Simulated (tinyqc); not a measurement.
Trench capacitor in an array: capacitance, non-linearity, leakage and relaxation: cell against the film thickness.

A film between two metal electrodes, each interface adding a series capacitance ci. The small-signal permittivity is ek (1 + aq E^2); the field is found with the linear permittivity. Leakage J = J0 sinh(E/Ef). After a voltage step the film passes a relaxation current kr C V tt^(-nr), tt being the time in seconds. The sidewall is a coaxial capacitor with radii a = dm/2 - t and b = dm/2, depth AR dm; the end face is left out.

Per length 1/c = ln(b/a)/(2 pi eps0 ek) + (1/a + 1/b)/(2 pi ci); cell capacitance c AR dm; per footprint over pt^2; fields c V/(2 pi eps0 ek r) at r = a and b; resistance of the inner electrode rho AR dm/(pi a^2); time constant R C/3 of the distributed line.

Inputs (values chosen for the exercise); permittivity of the order of that of zirconium oxide: relative permittivity of the film ek = 36.7; capacitance of each electrode interface (dead layer and screening) ci = 120 uF/cm^2; bias V = 2.2 V; diameter of the hole dm = 100 nm; aspect ratio, depth over diameter AR = 50; pitch of the square array pt = 190 nm; resistivity of the inner electrode rho = 1900 uohm cm.

Constants: eps0 = 8.8541878128e-14 F/cm where lengths are in cm. Results are converted to the units shown.

Result of one run:

| t (nm) | cell capacitance (fF) | per footprint (uF/cm^2) | field at a (MV/cm) | field at b (MV/cm) | R (kohm) | R C/3 (ps) |
|---|---|---|---|---|---|---|
| 3.1 | 135.8 | 376.1 | 6.238 | 5.851 | 13.75 | 622.1 |

What becomes of these results when the film thickness t is changed from 3.1 to 10 nm, all else the same?

Result of the changed run:

| t (nm) | cell capacitance (fF) | per footprint (uF/cm^2) | field at a (MV/cm) | field at b (MV/cm) | R (kohm) | R C/3 (ps) |
|---|---|---|---|---|---|---|
| 10 | 43.38 | 120.2 | 2.337 | 1.870 | 18.90 | 273.3 |

The whole series:

| t (nm) | cell capacitance (fF) | per footprint (uF/cm^2) | field at a (MV/cm) | field at b (MV/cm) | R (kohm) | R C/3 (ps) |
|---|---|---|---|---|---|---|
| 3.1 | 135.8 | 376.1 | 6.238 | 5.851 | 13.75 | 622.1 |
| 4.1 | 105.4 | 291.9 | 4.948 | 4.542 | 14.35 | 504.2 |
| 5.6 | 78.35 | 217.0 | 3.803 | 3.377 | 15.34 | 400.6 |
| 7.5 | 58.57 | 162.2 | 2.970 | 2.524 | 16.74 | 326.8 |
| 10 | 43.38 | 120.2 | 2.337 | 1.870 | 18.90 | 273.3 |
| 14 | 29.90 | 82.82 | 1.790 | 1.289 | 23.33 | 232.5 |
| 18 | 22.18 | 61.45 | 1.494 | 0.9562 | 29.53 | 218.4 |

As t goes from 3.1 to 18, the cell capacitance falls from 136 to 22.2 fF, the capacitance per footprint falls from 376 to 61.5 uF/cm^2, the ratio of the two fields rises from 1.07 to 1.56 and R C/3 falls from 622 to 218 ps; the time constant goes as t^(-0.75) between the first two rows and t^(-0.25) between the last two.

Program tinyqc, `OMP_NUM_THREADS=1 python tinyqc.py 2102146 2102147 out.jsonl`; Intel Xeon 2.30GHz, shared host, one thread, about 0.01 s.
